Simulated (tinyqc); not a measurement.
Classical Heisenberg spin chain: exact results, Metropolis, heat-bath and over-relaxation steps, and a Monte Carlo run: one step, computed by the program tinyqc.

E = -J sum_i s_i . s_(i+1) for unit vectors s_i on an open chain; K = J/(k_B T).

Task: Exact results. Each bond angle is independent, so u = <s_i . s_(i+1)> = coth K - 1/K, <s_i . s_(i+n)> = u^n, correlation length xi = -1/ln|u|, energy per bond -J u, heat capacity per bond c/k_B = 1 - K^2/sinh^2 K, and for the long chain chi = mu^2 (1 + u)/(3 k_B T (1 - u)) per spin.

Inputs (values chosen for the exercise, for a model chain of large moments): coupling J = 26 meV; temperature T = 537 K; moment mu = 2.3 mu_B.

Constants: k_B = 8.617333262e-05 eV/K; mu_B = 5.7883818060e-05 eV/T.

Give: K; u; xi; energy per bond; heat capacity; chi over the Curie value; chi.

Result:

K = 0.56186

u = 0.18346

xi = 0.58970 sites

energy per bond = -4.7699 meV

heat capacity = 0.098903 k_B/bond

chi over the Curie value = 1.4494

chi = 0.0031968 mu_B/T per spin

For |K| << 1, u = K/3 = 0.1873.
